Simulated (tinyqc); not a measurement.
## Strained alloy layer of GaSb and GaAs on (001) InP, model-solid band line-up: gaps, strain and offsets against composition

The layer is x parts of the first compound and 1 - x of the second, grown coherently on the third as substrate and barrier. Rows of the table: lattice constant a, average valence level Ea on an absolute scale, spin-orbit splitting so, gaps at Gamma, X and L, hydrostatic deformation potentials av and ac (Gamma), shear potential b, elastic constants, electron and heavy-hole (along z) masses. All are interpolated linearly in x; gaps get -C x (1 - x), taken wholly in the conduction band; real line-ups can differ from this model by 0.1 eV or more.

In-plane strain e = (a_substrate - a)/a, e_z = -2 (c12/c11) e, volume change 2 e + e_z. With v = 2 e + e_z and d = 2 b (e_z - e): Eav = Ea + av v; E_hh = Eav + so/3 - d/2; E_lh = Eav - so/6 + d/4 + sqrt(so^2 + so d + 9 d^2/4)/2; E_c = Ea + so/3 + EG + ac v (Gamma). Substrate: E_v = Ea + so/3, E_c = E_v + EG. Well depths: dEc = E_c(substrate) - E_c, dEhh = E_hh - E_v(substrate), dElh likewise; strained Gamma gap E_c - max(E_hh, E_lh); positive values confine carriers in the layer. Matthews-Blakeslee for 60-degree dislocations in a single layer: hc = k (ln(hc/bv) + 1), k = bv (1 - nu/4)/(4 pi |e| (1 + nu)), nu = c12/(c11 + c12), bv = a/sqrt(2); the larger root. The valence offset is the larger of dEhh and dElh; a dash marks |e| under 0.02 % or no root.

Parameters, values chosen for the exercise:
- CG = 1.43 eV (bowing of the Gamma gap)
- CX = 1.2 eV (bowing of the X gap)
- CL = 1.2 eV (bowing of the L gap)

Binary compounds, values chosen for the exercise:
```
              close to GaSb  close to GaAs  close to InP
a (angstrom)          6.096          5.653         5.869
Ea (eV)               -6.25          -6.92         -7.04
so (eV)                0.77          0.339         0.109
EG (eV)               0.725           1.44          1.34
EX (eV)                1.04           1.89          2.19
EL (eV)               0.808           1.71          1.94
av (eV)               0.798           1.16          1.26
ac (eV)               -6.94          -7.27          -5.1
b (eV)                -2.03           -1.7         -1.69
c11 (GPa)              88.6            117           102
c12 (GPa)              39.9           53.1          56.4
me (m0)              0.0389         0.0668        0.0796
mh (m0)               0.249          0.345         0.529
```

Result of one run:
columns A: x; B: e (%); C: relaxed Gamma gap (eV); D: lower of X and L gaps (eV); E: strained Gamma gap (eV); F: E_hh - E_lh (meV); G: dEc (eV); H: valence offset (eV); I: hc (nm)
```
A           B       C       D       E      F         G       H     I
0.62  -0.9896  0.6598  0.8680  0.7107  67.29  -0.09758  0.7269  9.86
```

What becomes of these results when the fraction of the first compound in the layer x is changed from 0.62 to 0.25, all else the same?

Result of the changed run:
columns A: x; B: e (%); C: relaxed Gamma gap (eV); D: lower of X and L gaps (eV); E: strained Gamma gap (eV); F: E_hh - E_lh (meV); G: dEc (eV); H: valence offset (eV); I: hc (nm)
```
A         B       C      D       E       F        G       H     I
0.25  1.826  0.9931  1.260  0.7515  -138.8  0.09034  0.4982  4.14
```

The whole series:
columns A: x; B: e (%); C: relaxed Gamma gap (eV); D: lower of X and L gaps (eV); E: strained Gamma gap (eV); F: E_hh - E_lh (meV); G: dEc (eV); H: valence offset (eV); I: hc (nm)
```
A            B       C       D       E       F         G       H     I
0.25     1.826  0.9931   1.260  0.7515  -138.8   0.09034  0.4982  4.14
0.31     1.359  0.9125   1.174  0.7354  -101.6   0.08517  0.5194  6.29
0.38    0.8187  0.8314   1.085  0.7267  -59.99   0.06677  0.5465  12.4
0.44    0.3605  0.7730   1.017  0.7277  -25.94   0.04039  0.5719  34.9
0.5   -0.09362  0.7250  0.9590  0.7300   6.611  0.004214  0.6058   175
0.56   -0.5436  0.6872  0.9092  0.7156   37.67  -0.04177  0.6661  21.2
0.62   -0.9896  0.6598  0.8680  0.7107   67.29  -0.09758  0.7269  9.86
0.69    -1.505  0.6408  0.8309  0.7168   100.1   -0.1751  0.7983  5.63
0.75    -1.942  0.6356  0.8085  0.7322   126.9   -0.2522  0.8600  3.94
```

The relaxed Gamma gap falls from 0.993 to 0.636 eV and the strained one moves up and down between 0.711 and 0.751 eV. The lattice matches the substrate at x = 0.488; the heavy hole is on top where the layer is compressed (e < 0) and the light hole where it is stretched. dEc falls from 0.0903 to -0.252 eV and the valence offset rises from 0.498 to 0.860 eV. At the largest strain listed, -1.94 %, strain changes the gap by 96.6 meV.

Program tinyqc, `OMP_NUM_THREADS=1 python tinyqc.py 2690067 2690068 out.jsonl`; Intel Xeon 2.30GHz, shared host, one thread, about 0.01 s.
